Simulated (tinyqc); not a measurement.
Exchange-split free-electron bands and tunnelling magnetoresistance: sweeps and comparisons. A value that a table varies takes the place of the one given here.

Majority and minority bands E = c k^2/m -/+ Dx/2, c = hbar^2/2m0, so k_up = sqrt(m (EF + Dx/2)/c), k_dn = sqrt(m (EF - Dx/2)/c); n_s = k_s^3/(6 pi^2), D_s = m k_s/(4 pi^2 c).

Barrier: kappa = sqrt(mb phi/c), c = hbar^2/2m0. With a = k1/m, b = k2/m, w = kappa/mb, the transmission at normal incidence is T(k1, k2) = 4 a b w^2/[w^2 (a + b)^2 + (w^2 + a^2)(w^2 + b^2) sinh^2(kappa d)]. Parallel: G_P = T(up, up) + T(dn, dn); antiparallel: G_AP = 2 T(up, dn); TMR = (G_P - G_AP)/G_AP. Julliere: TMR = 2 P^2/(1 - P^2). Slonczewski factor: P_eff = P_k (w^2 - a_up a_dn)/(w^2 + a_up a_dn), P_k = (k_up - k_dn)/(k_up + k_dn).

Constants: hbar^2/2m0 = 3.80998211 eV angstrom^2.

Parameters, chosen for this exercise:

| symbol | value | unit | meaning |
|---|---|---|---|
| EF | 2.08 | eV | Fermi energy above the mean band bottom |
| Dx | 2.06 | eV | exchange splitting |
| m | 1 | m0 | mass in the electrodes |
| mb | 0.33 | m0 | mass in the barrier |
| d | 17.3 | angstrom | barrier thickness |
| phi | 1.15 | eV | barrier height above EF |

## Barrier height

Results:

| phi (eV) | w (1/angstrom) | P_eff | TMR (%) | G_P |
|---|---|---|---|---|
| 0.20 | 0.399 | -0.1319 | 3.46 | 0.0613 |
| 0.40 | 0.564 | -0.0522 | 0.58 | 0.0115 |
| 0.70 | 0.746 | 0.0212 | 0.10 | 0.00148 |
| 1.0 | 0.892 | 0.0670 | 0.90 | 0.000267 |
| 1.5 | 1.092 | 0.1142 | 2.64 | 2.42e-05 |
| 2.0 | 1.261 | 0.1433 | 4.19 | 3.12e-06 |
| 3.0 | 1.545 | 0.1771 | 6.48 | 9.90e-08 |
| 4.0 | 1.784 | 0.1962 | 8.01 | 5.40e-09 |
| 6.0 | 2.185 | 0.2171 | 9.89 | 4.15e-11 |
| 10 | 2.820 | 0.2352 | 11.71 | 1.94e-14 |

P_eff vanishes where w^2 = a_up a_dn, at phi = 0.60 eV, inside the table; the lowest TMR listed is 0.10 % at 0.7 eV. TMR is 3.5 % at the lowest barrier and 11.7 % at the highest, against 15.1 % for Julliere with P_k; P_eff tends to +P_k for very high barriers and to -P_k for very low ones. G_P falls by 12.5 decades.

## Barrier thickness

Results:

| d (angstrom) | kappa d | G_P | G_AP | TMR (%) |
|---|---|---|---|---|
| 1 | 0.316 | 1.78 | 1.67 | 6.60 |
| 2 | 0.631 | 1.30 | 1.24 | 4.75 |
| 3 | 0.947 | 0.827 | 0.800 | 3.27 |
| 4 | 1.262 | 0.486 | 0.475 | 2.39 |
| 6 | 1.894 | 0.150 | 0.147 | 1.68 |
| 8 | 2.525 | 0.0434 | 0.0428 | 1.49 |
| 10 | 3.156 | 0.0124 | 0.0122 | 1.44 |
| 13 | 4.103 | 0.00187 | 0.00184 | 1.42 |
| 16 | 5.050 | 0.000281 | 0.000277 | 1.42 |
| 20 | 6.312 | 2.25e-05 | 2.22e-05 | 1.42 |

For thick barriers each angstrom costs a factor exp(2 kappa) = 1.88 in both conductances, and TMR settles at 1.42 % (the interface factor, which vanishes at (kappa/mb)^2 = k_up k_dn/m^2, reduces it below the value from the polarisation of k alone); it is within 0.1 point of that from d = 8 angstrom on. At 1 angstrom it is 6.60 %, where the barrier is thin and the mismatch of k_up and k_dn starts to rule, as it does fully for d -> 0.

## Exchange splitting

Dx takes the listed multiples of 2 EF.

Results:

| Dx/(2 EF) | k_up | k_dn | P_k | P_eff | TMR (%) |
|---|---|---|---|---|---|
| 0.10 | 0.7749 | 0.7010 | 0.0501 | 0.0128 | 0.03 |
| 0.20 | 0.8094 | 0.6609 | 0.1010 | 0.0265 | 0.14 |
| 0.35 | 0.8585 | 0.5957 | 0.1807 | 0.0511 | 0.52 |
| 0.50 | 0.9049 | 0.5225 | 0.2679 | 0.0853 | 1.47 |
| 0.65 | 0.9491 | 0.4371 | 0.3693 | 0.1388 | 3.93 |
| 0.80 | 0.9913 | 0.3304 | 0.5000 | 0.2363 | 11.83 |
| 0.90 | 1.0185 | 0.2337 | 0.6268 | 0.3680 | 31.32 |
| 0.97 | 1.0371 | 0.1280 | 0.7803 | 0.5826 | 102.74 |

P_k rises from 0.050 to 0.780, and TMR goes from 0.03 % to 102.7 %, steadily. At Dx = 2 EF the minority band is empty (a half metal) and G_AP vanishes.

## What moves the magnetoresistance

All results formed anew. Each row changes one parameter from the base and keeps the others.

Results:

| case | P_k | P_eff | TMR (%) | G_P |
|---|---|---|---|---|
| base | 0.2650 | 0.0840 | 1.42 | 0.000124 |
| Dx = 2.163 eV | 0.2804 | 0.0910 | 1.67 | 0.000122 |
| EF = 2.288 eV | 0.2378 | 0.0620 | 0.77 | 0.000129 |
| phi = 1.495 eV | 0.2650 | 0.1139 | 2.63 | 2.47e-05 |
| mb = 0.264 m0 | 0.2650 | 0.1096 | 2.43 | 0.000366 |
| d = 19.3 angstrom | 0.2650 | 0.0840 | 1.42 | 3.50e-05 |
| m = 1.2 m0 | 0.2650 | 0.1051 | 2.23 | 0.000117 |

The largest shifts from the base row, up to three for each result and ties (the steps differ in size, so this ranks the rows, not the parameters). P_k: EF -0.0272, Dx +0.0154; unchanged at the printed digits by phi, mb, d and m. P_eff: phi +0.0299, mb +0.0256, EF -0.0220; unchanged at the printed digits by d. TMR (%): phi +1.21, mb +1.01, m +0.81; unchanged at the printed digits by d. G_P: mb +0.000243, phi -9.90e-05, d -8.87e-05.

Computed by tinyqc, a small Python program: `OMP_NUM_THREADS=1 python tinyqc.py 1681648 1681649 out.jsonl` (the numbers bound the seed that draws the inputs); one thread of a shared host (Intel(R) Xeon(R) Processor @ 2.30GHz), about 0.01 s for the whole set of steps.
